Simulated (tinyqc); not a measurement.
Inside a calculation. Method: one-electron ion in a basis of Gaussians. One step of it, computed by the program tinyqc.

Question. Generalised eigenproblem. Solve H C = S C e through S^(-1/2); each column has its largest component positive (the first on a tie).

H = T + V (hartree):
```
            1           2           3           4            5
1  -13.968180  -15.811447  -15.384229  -12.372485    -9.065149
2  -15.811447  -11.398151  -13.366411  -23.169408   -22.937724
3  -15.384229  -13.366411   58.666976   63.367487    -6.017800
4  -12.372485  -23.169408   63.367487  499.602240   549.632619
5   -9.065149  -22.937724   -6.017800  549.632619  2758.698395
```

S:
```
          1         2         3         4         5
1  1.000000  0.675792  0.273530  0.093224  0.030432
2  0.675792  1.000000  0.675574  0.273584  0.093221
3  0.273530  0.675574  1.000000  0.675887  0.273701
4  0.093224  0.273584  0.675887  1.000000  0.675777
5  0.030432  0.093221  0.273701  0.675777  1.000000
```

Give: eigenvalues of S; eigenvalues; coefficients.

Answer.

eigenvalues of S: 0.0954  0.2529  0.6462  1.4431  2.5624

eigenvalues (hartree): -17.9591  9.1840  145.8990  874.4706  4535.4723

coefficients:
```
        1        2        3        4        5
1  0.6289  -1.2055   0.4961  -0.1876   0.0758
2  0.4120   1.2344  -1.4072   0.6160  -0.2472
3  0.0795   0.0190   1.5165  -1.3734   0.6089
4  0.0133   0.0289  -0.0970   1.5616  -1.2916
5  0.0024   0.0009   0.0263  -0.1140   1.4568
```

For Z = 6 and l = 0 the exact lowest level is -Z^2/(2 n^2) with n = l + 1: -18.000000 hartree.
